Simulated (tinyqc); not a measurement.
MP2 on RHF in the sto-3g basis, for H3+, spin multiplicity 1, step by step. Computed by tinyqc, a small Python program that keeps every step (integrals from PySCF). Settings: charge = 1, multiplicity = 1, basis = sto-3g, method = RHF, energy threshold = 1e-10, iteration cap = 74, orthogonalisation = symmetric, start = atomic densities, DIIS depth = 6. Command: `OMP_NUM_THREADS=1 python tinyqc.py 31184 31185 out.jsonl` (the two numbers bound the seeds that draw the settings). One thread of a shared host (Intel(R) Xeon(R) Processor @ 2.60GHz), about 0.07 s of CPU time with the checks. The early iterations of the SCF are left out here.

## One-electron integrals

Geometry (angstrom):

| atom | x | y | z |
|---|---|---|---|
| H | 0.000000 | 0.000000 | 0.000000 |
| H | 0.000000 | 0.000000 | 1.025000 |
| H | 0.000000 | 1.112000 | 0.171000 |

Basis sto-3g: exponents (1/bohr^2) and contraction coefficients of normalised primitives:

| element | l (shell) | exponent | coefficient |
|---|---|---|---|
| H | s (1) | 3.425251 | 0.154329 |
| H | s (1) | 0.623914 | 0.535328 |
| H | s (1) | 0.168855 | 0.444635 |

Overlap, kinetic and nuclear-attraction integrals over the contracted functions; the nuclear repulsion is the sum of Za Zb / Rab.

nuclear repulsion = 1.36404040 hartree

overlap S:
```
          1H 1s     2H 1s     3H 1s
1H 1s  1.000000  0.481877  0.425988
2H 1s  0.481877  1.000000  0.294840
3H 1s  0.425988  0.294840  1.000000
```

kinetic energy T (hartree):
```
          1H 1s     2H 1s     3H 1s
1H 1s  0.760032  0.102297  0.071249
2H 1s  0.102297  0.760032  0.019498
3H 1s  0.071249  0.019498  0.760032
```

nuclear attraction V (hartree):
```
           1H 1s      2H 1s      3H 1s
1H 1s  -2.190022  -0.972868  -0.839889
2H 1s  -0.972868  -2.103610  -0.559552
3H 1s  -0.839889  -0.559552  -2.063240
```

core Hamiltonian H = T + V (hartree):
```
           1H 1s      2H 1s      3H 1s
1H 1s  -1.429990  -0.870570  -0.768640
2H 1s  -0.870570  -1.343578  -0.540054
3H 1s  -0.768640  -0.540054  -1.303208
```

## Two-electron integrals

Functions are numbered as in S; the eight-fold symmetry (ij|kl) = (ji|kl) = (kl|ij) leaves the list below.

Two-electron integrals (ij|kl) in chemists' order, unique and non-zero (hartree):
```
(11|11) 0.774606   (21|11) 0.297908   (21|21) 0.147777   (22|11) 0.469974
(22|21) 0.297908   (22|22) 0.774606   (31|11) 0.255371   (31|21) 0.107978
(31|22) 0.185105   (31|31) 0.112617   (32|11) 0.146761   (32|21) 0.076892
(32|22) 0.162620   (32|31) 0.068420   (32|32) 0.050448   (33|11) 0.439237
(33|21) 0.201026   (33|22) 0.367086   (33|31) 0.255371   (33|32) 0.162620
(33|33) 0.774606
```

## Orthogonalisation

S = U s U^T; symmetric (Loewdin) form X = U s^(-1/2) U^T, so that X^T S X = 1.

eigenvalues of S: 0.484415  0.708947  1.806638

X:
```
           1H 1s      2H 1s      3H 1s
1H 1s   1.165451  -0.260303  -0.213552
2H 1s  -0.260303   1.115023  -0.090762
3H 1s  -0.213552  -0.090762   1.087957
```

## Iteration 9 (converged): orbitals

converged F (hartree):
```
           1H 1s      2H 1s      3H 1s
1H 1s  -0.725370  -0.665207  -0.603458
2H 1s  -0.665207  -0.642965  -0.468720
3H 1s  -0.603458  -0.468720  -0.610699
```

Diagonalise F' = X^T F X, C = X C', fill 1 alpha and 1 beta electrons from the bottom; D = 2 C_occ C_occ^T. Each column has its largest component positive (the first on a tie).

F' = X^T F X (hartree):
```
           1          2          3
1  -0.404789  -0.383854  -0.328408
2  -0.383854  -0.401063  -0.185531
3  -0.328408  -0.185531  -0.414040
```

orbital energies (hartree): MO1 -1.011815, MO2 -0.226415, MO3 0.018339

coefficients C:
```
            MO1        MO2        MO3
1H 1s  0.486715  -0.112197   1.105513
2H 1s  0.411889  -0.740031  -0.775869
3H 1s  0.384206   0.922106  -0.489488
```

D after iteration 9:
```
          1H 1s     2H 1s     3H 1s
1H 1s  0.473783  0.400945  0.373997
2H 1s  0.400945  0.339305  0.316500
3H 1s  0.373997  0.316500  0.295228
```

## Convergence

Stop when the energy changes by less than 1e-10 hartree and every element of the error matrix X^T (F D S - S D F) X is below 3e-06.

Course of the cycle:

| iteration | E (hartree) | change | largest element of the error matrix |
|---|---|---|---|
| 1 | -0.66667433 | - | 2.76e-02 |
| 2 | -1.21404317 | -5.47e-01 | 1.61e-02 |
| 3 | -1.21425312 | -2.10e-04 | 6.17e-03 |
| 4 | -1.21428845 | -3.53e-05 | 2.40e-04 |
| 5 | -1.21428849 | -4.73e-08 | 6.98e-05 |
| 6 | -1.21428850 | -2.54e-09 | 4.53e-05 |
| 7 | -1.21428850 | -7.73e-10 | 3.45e-05 |
| 8 | -1.21428850 | -1.07e-09 | 7.25e-10 |
| 9 | -1.21428850 | -8.88e-16 | 1.03e-11 |

PySCF RHF in the same basis = -1.21428850 hartree

Converged in 9 iterations.

## Integrals over molecular orbitals

(pq|rs) = sum C_ip C_jq C_kr C_ls (ij|kl), one index at a time.

one-electron integrals over orbitals h = C^T H C (hartree):
```
           1          2          3
1  -1.566514   0.016325  -0.036124
2   0.016325  -1.110368  -0.004431
3  -0.036124  -0.004431  -0.953610
```

Two-electron integrals over orbitals (pq|rs), unique and non-zero (hartree):
```
(11|11) 0.554698    (21|11) -0.016325   (21|21) 0.143462    (22|11) 0.513707
(22|21) 0.045234    (22|22) 0.602951    (31|11) 0.036124    (31|21) 0.001909
(31|22) -0.071624   (31|31) 0.145281    (32|11) 0.003170    (32|21) -0.105596
(32|22) -0.019046   (32|31) -0.036567   (32|32) 0.098479    (33|11) 0.558615
(33|21) -0.049233   (33|22) 0.479533    (33|31) 0.088198    (33|32) 0.017335
(33|33) 0.622282
```

## Second-order Moller-Plesset energy

Hartree-Fock energy = -1.21428850 hartree

E2 = sum_ijab (ia|jb) [2 (ia|jb) - (ib|ja)] / (e_i + e_j - e_a - e_b) over occupied i, j and virtual a, b; the opposite-spin part is (ia|jb)^2 / denominator, the rest is same-spin, and SCS-MP2 scales them by 6/5 and 1/3.

Terms:

| i | j | a | b | (ia\|jb) | (ib\|ja) | denominator | term |
|---|---|---|---|---|---|---|---|
| 1 | 1 | 2 | 2 | 0.143462 | 0.143462 | -1.570800 | -0.013102 |
| 1 | 1 | 3 | 3 | 0.145281 | 0.145281 | -2.060308 | -0.010244 |
| 1 | 1 | 3 | 2 | 0.001909 | 0.001909 | -1.815554 | -2.01e-06 |
| 1 | 1 | 2 | 3 | 0.001909 | 0.001909 | -1.815554 | -2.01e-06 |

Pair energies (hartree; pair i-j sums ij and ji):

| pair | opposite spin | same spin |
|---|---|---|
| 1-1 | -0.023351 | 0 |

MP2 correlation energy = -0.02335076 hartree

SCS-MP2 correlation energy = -0.02802091 hartree

MP2 total energy = -1.23763925 hartree
